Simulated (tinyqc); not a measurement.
Length of a molecular wire: coherent transport through a tight-binding bridge. Computed by the program tinyqc. T = Gamma_L Gamma_R |G_1n|^2 with the self-energies of semi-infinite chains.

A uniform bridge between two chains:
```
parameter                        value
site energy (eV)              3.280000
hopping in the bridge (eV)    1.210000
lead hopping (eV)             2.040000
couplings (eV)              0.64, 0.48
E (eV)                       -0.100000
```

Transmission against length:
```
sites           T     ln T
2      1.3358e-03   -6.618
3      2.3536e-04   -8.354
4      4.1774e-05  -10.083
5      7.4241e-06  -11.811
6      1.3197e-06  -13.538
8      4.1705e-08  -16.993
9      7.4140e-09  -18.720
10     1.3180e-09  -20.447
```

Estimate the missing row, sites = 7.

Computed row:
```
sites           T     ln T
7      2.3460e-07  -15.265
```

E lies outside the band of the bridge (|E - e|/2h = 1.397 > 1), so T decays as exp(-beta n) with beta = 2 arccosh(1.397) = 1.7273 a site; the last two rows give 1.7273.
